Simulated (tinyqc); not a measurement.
Inside a calculation. Method: coherent transport through a tight-binding region between two chains. One step of it, computed by the program tinyqc.

Task: Transmission at E = -0.08 eV. Surface Green function g = (E - i sqrt(4 t^2 - E^2)) / (2 t^2); self-energy tc^2 g on each contact site; G = (E - H - Sigma)^(-1); Gamma = -2 Im Sigma; T = Gamma_L Gamma_R |G_LR|^2; local density of states -Im G_ii / pi.

H of the central region (eV):
```
,1,2,3
1,0.000000,-0.800000,0.000000
2,-0.800000,0.680000,-1.000000
3,0.000000,-1.000000,0.000000
```

Leads: semi-infinite chains with site energy 0:
```
parameter,value
lead hopping t (eV),2.570000
coupling to the left lead (eV),0.360000
coupling to the right lead (eV),0.440000
left contact site,1
right contact site,3
```

E = -0.080000 eV

Give: g; G; local density of states; transmission.

Result:

g = -0.006-0.389i 1/eV

G (1/eV):
```
,1,2,3
1,-4.667-3.773i,0.550-0.080i,4.151+2.958i
2,0.550-0.080i,0.049-0.043i,0.598+0.031i
3,4.151+2.958i,0.598+0.031i,-2.867-2.343i
```

local density of states (1/eV): 1.201  0.014  0.746

transmission = 0.395
